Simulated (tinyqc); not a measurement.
Surface photovoltage measurement of the minority-carrier diffusion length in a wafer: one step, computed by the program tinyqc.

Low injection, steady light, a depletion layer much thinner than 1/alpha and L. The excess density dn is taken at the front edge of the neutral region; light that reaches the back is lost.

Problem. The linear plot. alpha = (84.732/lambda - 76.417)^2 per cm with lambda in micrometre (an empirical fit for silicon between 0.7 and 1.05 micrometre). Thick wafer: dn = Phi L/((S_f + D/L)(L + 1/alpha)). Finite wafer, with s = S_b L/D, w = W/L, a = alpha L: dn = [Phi a/(a^2 - 1)] [a - B - exp(-alpha W)(a - s)/(cosh w + s sinh w)]/(S_f + B D/L), B = (sinh w + s cosh w)/(cosh w + s sinh w). Readings y = (Phi/dn) (1 + noise x g) at 780, 830, 880, 920, 950, 975 and 995 nm; a least-squares line y = c (1/alpha + L_app) gives L_app = intercept/slope.

Inputs (values chosen for the exercise, modelled on p-type silicon at room temperature):

| quantity | value | unit |
|---|---|---|
| diffusion length L | 17 | micrometre |
| wafer thickness W | 625 | micrometre |
| diffusivity D | 25.3 | cm^2/s |
| front recombination velocity S_f | 78000 | cm/s |
| back recombination velocity S_b | 30000 | cm/s |
| photon flux entering | 1.3e+12 | 1/(cm^2 s) |
| relative noise of each reading | 1 | % |

normal deviates g for the noise: 0.12  0.11  -0.37  1.39  -1.22  2.02  -0.03

Give: the table «Readings» with the columns 1/alpha (micrometre), y (cm/s), line (cm/s), for lambda (nm) = 780, 830, 880, 920, 950, 975, 995; slope; apparent length L_app; error of L_app (rounded to 0.001).

Solution.

Readings:

| lambda (nm) | 1/alpha (micrometre) | y (cm/s) | line (cm/s) |
|---|---|---|---|
| 780 | 9.6 | 1.457e+05 | 1.457e+05 |
| 830 | 15.2 | 1.760e+05 | 1.762e+05 |
| 880 | 25.3 | 2.304e+05 | 2.319e+05 |
| 920 | 40.7 | 3.194e+05 | 3.161e+05 |
| 950 | 61.3 | 4.225e+05 | 4.294e+05 |
| 975 | 90.9 | 6.015e+05 | 5.922e+05 |
| 995 | 130.9 | 8.078e+05 | 8.117e+05 |

slope = 5492 cm/(s micrometre)

apparent length L_app = 16.90 micrometre

error of L_app (rounded to 0.001) = -0.591 %

At W/L = 36.8 the finite thickness shifts L_app by less than 0.05 %. S_f scales all readings alike and leaves L_app unchanged.
